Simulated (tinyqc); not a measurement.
Deal-Grove kinetics of thermal oxidation of silicon. Changing the oxidant pressure p. Computed by tinyqc, a small Python program. Command: `OMP_NUM_THREADS=1 python tinyqc.py 3004005 3004006 out.jsonl oxide sweep`. One thread of a shared host (Intel(R) Xeon(R) Processor @ 2.30GHz), about 0.1 s of CPU time with the checks.

Oxidant diffuses through the oxide and reacts at the interface, so that dx/dt = B/(A + 2x) for the oxide thickness x.

Inputs (values chosen for the exercise, close to those used for silicon):
```
quantity                      value    unit
prefactor B0                    746  um^2/h
activation energy E_B          1.21      eV
prefactor (B/A)0            6.5e+06    um/h
activation energy E_A          1.99      eV
temperature T                   900       C
pressure exponent m of B/A     0.74       -
initial oxide x_i              0.05      um
time t                         0.21       h
```

Ambient: dry oxygen. Surface: (111).

Constants: k_B = 8.617333262e-05 eV/K.

Method:
- B = B0 p exp(-E_B/(k_B T)), B/A = (B/A)0 p^m exp(-E_A/(k_B T)), p in atm; A = B/(B/A).
- Temperatures in kelvin are T(C) + 273.15.
- tau = (x_i^2 + A x_i)/B and x = (A/2) [sqrt(1 + 4 B (t + tau)/A^2) - 1], the root of x^2 + A x = B (t + tau).
- Silicon consumed is 0.44 times the oxide grown; the rate is B/(A + 2x).

One run for each value; columns: (1) oxidant pressure p (atm); (2) oxide thickness x (um); (3) length A (um); (4) final growth rate (um/h); (5) parabolic constant B (um^2/h):
```
(1)        (2)      (3)      (4)         (5)
0.05  0.050227  0.11814  0.00108  2.3639e-04
0.12  0.050479  0.14833  0.00228  5.6733e-04
0.3   0.051030  0.18824  0.00489  1.4183e-03
1.7   0.054222  0.29551  0.01990  8.0372e-03
4.2   0.058642  0.37385  0.04043  1.9857e-02
10    0.066960  0.46844  0.07849  4.7278e-02
25    0.084070  0.59446  0.15499  1.1819e-01
```

Give the missing row, oxidant pressure p (atm) = 0.72.

Computed row; columns: (1) oxidant pressure p (atm); (2) oxide thickness x (um); (3) length A (um); (4) final growth rate (um/h); (5) parabolic constant B (um^2/h):
```
(1)        (2)      (3)      (4)         (5)
0.72  0.052112  0.23635  0.00999  3.4040e-03
```

Interpolating between the two neighbouring rows (the first column on a logarithmic scale, the others too where they are positive) misses most in oxide thickness x (um), by 0.97 %. Over the rows, oxide thickness x (um) rises from 0.0502 to 0.0841 (exponent d ln y / d ln x 0.0057 between the first rows and 0.25 between the last); length A (um) rises from 0.118 to 0.594 (exponent d ln y / d ln x about 0.26 throughout); final growth rate (um/h) rises from 0.00108 to 0.155 (exponent d ln y / d ln x 0.85 between the first rows and 0.74 between the last). B is proportional to p and B/A to p^0.74, so A goes as p^0.26. The exponent of x is bounded by m in the linear regime and tends to 1/2 in the parabolic one.
